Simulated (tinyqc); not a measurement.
## Phonon and roughness prefactors from two fields

Problem. At 300 K and high field 1/mu = E^(1/3)/Ap + E^gs/As, E in MV/cm. Find Ap and As.

Values chosen for this exercise:

| symbol | value | unit | meaning |
|---|---|---|---|
| gs | 2 |  | exponent of the roughness term |

mu at E = 0.57 and 0.98 MV/cm (cm^2/(V s)): 417.60503  294.32859

Answer. Two linear equations in 1/Ap and 1/As.

Ap = 396 cm^2/(V s)
As = 1.08e3 cm^2/(V s)

Numbers from tinyqc (`OMP_NUM_THREADS=1 python tinyqc.py 2510112 2510113 out.jsonl`; about 0.01 s on one thread of a shared Intel Xeon 2.30GHz).
